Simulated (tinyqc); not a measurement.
Off-state leakage of single and stacked transistors: two steps of the calculation.

n-channel devices of unit width. Subthreshold current I(Vg, Vs, Vd) = I0 (T/300 K)^0.5 exp[(Vg - Vs - VT(T) - gb (Vs - Vb) + dd (Vd - Vs))/(nf Vt)] (1 - exp(-(Vd - Vs)/Vt)), VT(T) = VT - cT (T - 300 K). Gate-edge tunnelling Ig (Vd/1 V) exp(ag (Vd - 1 V)), for a gate at 0 V, and band-to-band leakage Ab u exp(-Bb/u), u = Vd - Vb + 1 V, flow at a drain held at V; both are taken as independent of T. In a stack of off transistors (all gates at 0 V) the same subthreshold current passes through each.

Values chosen for this exercise; values of the order met in bulk silicon logic transistors:
- T = 330 K (temperature)
- V = 1.2 V (supply voltage)
- VT = 0.36 V (threshold at 300 K, zero drain and body bias)
- cT = 0.5 mV/K (fall of the threshold with temperature)
- I0 = 0.97 uA/um (current at threshold at 300 K)
- nf = 1.2 (slope factor)
- dd = 0.13 (drain-induced lowering per volt)
- gb = 0.11 (rise of the threshold per volt of source-body bias)
- Ig = 0.0009 uA/um (gate-edge tunnelling current at 1 V)
- ag = 3.7 1/V (exponential slope of the gate current)
- Ab = 20 uA/(um V) (prefactor of band-to-band leakage at the drain)
- Bb = 24 V (its exponential voltage)
- Vb = 0 V (body voltage)

Constants: q = 1.602176634e-19 C, kB = 1.380649e-23 J/K, Vt = kB T/q. Results are converted to the units shown.

Task 1. Leakage of one transistor. Vg = Vs = 0, Vd = V; effective threshold VT(T) - gb Vb - dd V.

Give: effective threshold; parts; total; shares.

Result 1.

effective threshold = 0.1890 V
parts (nA/um): subthreshold 4.001, gate edge 2.264, band-to-band 0.8048
total = 7.069 nA/um
shares (%): subthreshold 56.59, gate edge 32.02, band-to-band 11.39

The subthreshold part is the largest.

Task 2. New Vx. Stack of two, Vx the node between them: I_low = I(0, 0, Vx), I_up = I(0, Vx, V), f = ln(I_up/I_low), f' = -(1 + gb + 2 dd)/(nf Vt) - 1/(Vt (exp(Vx/Vt) - 1)) - 1/(Vt (exp((V - Vx)/Vt) - 1)), Vx(new) = Vx - f/f'.

Vx at the start = 0.114 V

Wanted: I_low; I_up; f; f'; Vx after iteration 1.

Result 2.

I_low = 0.062720 nA/um
I_up = 0.063544 nA/um
f = 0.013047
f' = -40.797 1/V
Vx after iteration 1 = 0.11432 V

Program tinyqc, `OMP_NUM_THREADS=1 python tinyqc.py 2242138 2242139 out.jsonl`; Intel Xeon 2.30GHz, shared host, one thread, about 0.03 s.
